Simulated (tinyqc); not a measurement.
# p-type polysilicon, carrier trapping at grain boundaries, step by step

Computed by the program tinyqc: `OMP_NUM_THREADS=1 python tinyqc.py 2830048 2830049 out.jsonl`, one thread of a shared Intel Xeon 2.30GHz, about 0.01 s for the whole run. Printed values are rounded.

One-dimensional grains of size Lg, uniform ionised doping N, monovalent traps Qt at each boundary at a depth Et below (for electrons) or above (for holes) the band edge there, abrupt depletion of width W on each side of a boundary, Boltzmann statistics. xi is the distance from the band edge at the grain centre to the Fermi level. Trapped charge Qt/(1 + exp((xi + VB - Et)/Vt)) = 2 N W, barrier VB = q N W^2/(2 eps0 eps_r).

Values chosen for this exercise; values of the order met in polycrystalline silicon:
- T = 400 K (temperature)
- eps_r = 11.7 (relative permittivity)
- NB = 4.08e19 cm^-3 (valence-band density of states at T)
- Lg = 92 nm (grain size)
- Qt = 3.7e12 cm^-2 (trap density of a grain boundary)
- Et = 0.35 eV (depth of the trap level from the majority band edge at the boundary)
- ms = 0.48 m0 (mass for thermionic emission)
- fe = 1 (correction factor of the emission rate)
- mug = 220 cm^2/(V s) (mobility inside the grains)
- N = 2.8e18 cm^-3 (doping)

Constants: q = 1.602176634e-19 C, kB = 1.380649e-23 J/K, m0 = 9.1093837015e-31 kg, Vt = kB T/q, eps0 = 8.8541878128e-14 F/cm where lengths are in cm. Results are converted to the units shown.

## Starting value

W = 4 nm.

W at the start = 4 nm

## Iteration 1: new W

Partly depleted grain, xi = Vt ln(NB/N): f = 1/(1 + exp((xi + VB - Et)/Vt)), g = Qt f - 2 N W, g' = -2 Qt f (1 - f) VB/(W Vt) - 2 N, W(new) = W - g/g'.

VB = 0.0346437 V
f = 0.998453
g = 1.45428e12 cm^-2
g' = -5.62872e11 cm^-2/nm
W after iteration 1 = 6.58367 nm

## Iteration 2: new W

As before.

VB = 0.0938512 V
f = 0.991441
g = -1.85244e10 cm^-2
g' = -5.85970e11 cm^-2/nm
W after iteration 2 = 6.55206 nm

## Iteration 3: new W

As before.

VB = 0.0929521 V
f = 0.991659
g = -1.23829e7 cm^-2
g' = -5.85191e11 cm^-2/nm
W after iteration 3 = 6.55204 nm

## Course of the iteration

Stop when the step is below 1e-10 nm, or after 40 iterations.

Course of the iteration:
```
iteration  W before the step (nm)  step (nm)
1                               4       2.58
2                         6.58367    -0.0316
3                         6.55206   -2.12e-5
4                         6.55204  -9.27e-12
```

Converged in 4 iterations.

## Depletion width, Fermi level and barrier

If the trap equation with xi = Vt ln(NB/N) has a root W < Lg/2, the grain is partly depleted; otherwise W = Lg/2 and the trap equation gives xi = Et - VB + Vt ln(Qt/(N Lg) - 1). N* = Qt/Lg.

N* = 4.02174e17 cm^-3
W = 6.55204 nm
xi = 0.0923455 V
VB = 0.0929515 V
share of traps filled = 0.991659

N is 6.96 N*, and the grain is partly depleted; VB = 2.70 Vt.

## Resistivity and effective mobility

n0 = NB exp(-xi/Vt); mean density n0 (1 - 2 W/Lg) by charge balance in a partly depleted grain, and n0 (sqrt(pi)/2) erf(u)/u with u = sqrt(VB/Vt) in a fully depleted one; v = sqrt(kB T/(2 pi ms m0)); barrier resistivity Vt exp(VB/Vt)/(q fe n0 v Lg); grain resistivity (1 - 2 W/Lg)/(q n0 mug); effective mobility 1/(q mean density total resistivity).

n0 = 2.8e18 cm^-3
mean density = 2.40118e18 cm^-3
v = 4.48349e6 cm/s
barrier resistivity = 0.0276247 ohm cm
grain resistivity = 8.68912e-3 ohm cm
resistivity = 0.0363138 ohm cm
effective mobility = 71.5802 cm^2/(V s)

The resistivity is 3.58 times that of a single crystal with the same N and mobility mug, and the mean density is 85.8 % of N.
